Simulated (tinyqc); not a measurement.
Length of a molecular wire: coherent transport through a tight-binding bridge. Computed by the program tinyqc. T = Gamma_L Gamma_R |G_1n|^2 with the self-energies of semi-infinite chains.

A uniform bridge between two chains:
```
parameter                        value
site energy (eV)              0.960000
hopping in the bridge (eV)    0.610000
lead hopping (eV)             2.000000
couplings (eV)              0.96, 1.01
E (eV)                        0.430000
```

Transmission against length:
```
sites           T       ln T
2      8.9554e-01     -0.110
3      8.8299e-01     -0.124
4      6.9845e-01     -0.359
5      9.5849e-01     -0.042
6      8.1452e-01     -0.205
7      7.2122e-01     -0.327
8      9.9564e-01  -4.37e-03
10     7.6403e-01     -0.269
```

Estimate the missing row, sites = 9.

Computed row:
```
sites           T    ln T
9      7.5678e-01  -0.279
```

E lies inside the band of the bridge (|E - e|/2h = 0.434 < 1): T does not decay but oscillates with length, between 0.698 and 0.996 here, as levels of the bridge pass E.
